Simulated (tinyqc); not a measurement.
Slope factor and drain-induced lowering from three currents.

Problem. With source and body at 0 V, I = A exp((Vg + dd Vd)/(nf Vt)) (1 - exp(-Vd/Vt)). Find nf, the swing nf Vt ln 10 and dd.

Values chosen for this exercise:
```
symbol  value  unit      meaning
T         300     K  temperature
```

Constants: q = 1.602176634e-19 C, kB = 1.380649e-23 J/K, Vt = kB T/q. Results are converted to the units shown.

currents at (Vg, Vd) = (0, 0.05), (0, 0.9) and (0.07, 0.9) V (nA/um): 0.052443517  3.1081356  23.446243

Answer. The pair at equal Vd gives nf; the pair at equal Vg, after dividing out the factors 1 - exp(-Vd/Vt), gives dd.

nf = 1.34
swing = 79.8 mV/decade
dd = 0.160

tinyqc, about 0.03 s, one thread, Intel Xeon 2.30GHz (shared host): `OMP_NUM_THREADS=1 python tinyqc.py 2242070 2242071 out.jsonl`
